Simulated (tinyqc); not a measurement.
Ellipsoidal valleys in the axes of a wafer and a channel, step by step. Values are carried at full precision from step to step, so a last printed digit may differ when a step is redone from the rounded ones.

Valleys with axes a along x, y and z, one whole valley each; inverse mass tensor w = 1/mt + (1/ml - 1/mt) a a. Device axes: z = nz/|nz|, x = nx/|nx|, y = z cross x; in them a = (ax, ay, az). Confinement mass mz = 1/w_zz. In the plane w_ij is replaced by u_ij = w_ij - w_iz w_jz/w_zz (i, j = x, y); density-of-states mass md = 1/sqrt(det u); conductivity mass along x mc = 1/u_xx; ballistic transport mass mx = u_yy/det u, width mass my = 1/u_yy.

Constants: hbar^2/2m0 = 3.80998211 eV angstrom^2; kB = 8.617333262e-05 eV/K.

Parameters, chosen for this exercise (near those of the X valleys of AlAs; shifted at random, so the results belong to these values and not to a real crystal):
- ml = 1.076 m0 (longitudinal mass)
- mt = 0.194 m0 (transverse mass)
- nz = (2, 1, 0) (surface normal (confinement))
- nx = (0, 0, 1) (channel direction)
- t = 3.6 nm (thickness of the film)
- T = 300 K (temperature)

## Device axes and valley axes

Give the rows x, y, z in cubic components and each valley axis in device components.

device axes:
```
    [100]    [010]   [001]
x  0.0000   0.0000  1.0000
y  0.4472  -0.8944  0.0000
z  0.8944   0.4472  0.0000
```

valley axes:
```
       ax       ay      az
x  0.0000   0.4472  0.8944
y  0.0000  -0.8944  0.4472
z  1.0000   0.0000  0.0000
```

## Tensors of the valley y

Form w and the reduced tensor u.

w (1/m0):
```
        x       y       z
x  5.1546  0.0000  0.0000
y  0.0000  1.7744  1.6901
z  0.0000  1.6901  4.3096
```

u (1/m0):
```
        x       y
x  5.1546  0.0000
y  0.0000  1.1116
```

The axis is tilted against the normal, so w_xz or w_yz is not zero and the reduction changes the masses in the plane.

## Masses of all valleys

Give mz, md, mc, mx and my.

Masses (m0):

| valley | mz | md | mc | mx | my |
|---|---|---|---|---|---|
| x | 0.5636 | 0.2681 | 0.1940 | 0.1940 | 0.3704 |
| y | 0.2320 | 0.4178 | 0.1940 | 0.1940 | 0.8996 |
| z | 0.1940 | 0.4569 | 1.0760 | 1.0760 | 0.1940 |

mz md^2 = ml mt^2 = 0.04050 for every valley, so a heavy confinement mass comes with a small density of states. The heaviest mz is 0.564, for x.

## Subbands and shares in a film

Hard walls: E_n = c (n pi/t)^2/mz, c = hbar^2/2m0, n = 1, 2, 3. Non-degenerate share of a valley proportional to md sum_n exp(-E_n/kT); mean 1/mc = sum of share/mc. 1 nm = 10 angstrom.

Give the ladders, the shares and the mean conductivity mass.

Subbands:

| valley | E1 (meV) | E2 (meV) | E3 (meV) | share |
|---|---|---|---|---|
| x | 51.5 | 205.9 | 463.4 | 0.886 |
| y | 125.0 | 500.2 | 1125.4 | 0.080 |
| z | 149.6 | 598.2 | 1346.0 | 0.034 |

mean mc = 0.1995 m0

The lowest ladder (x) holds 89 % of the electrons in these valleys, the next starts 74 meV higher.

## Checks

- mz md^2 against ml mt^2: they agree to 1e-10 or better.
- mx my against md^2: they agree to 1e-10 or better.

Run: tinyqc, `OMP_NUM_THREADS=1 python tinyqc.py 1881289 1881290 out.jsonl`; Intel(R) Xeon(R) Processor @ 2.30GHz, one thread, shared host; about 0.01 s of CPU time with all checks.
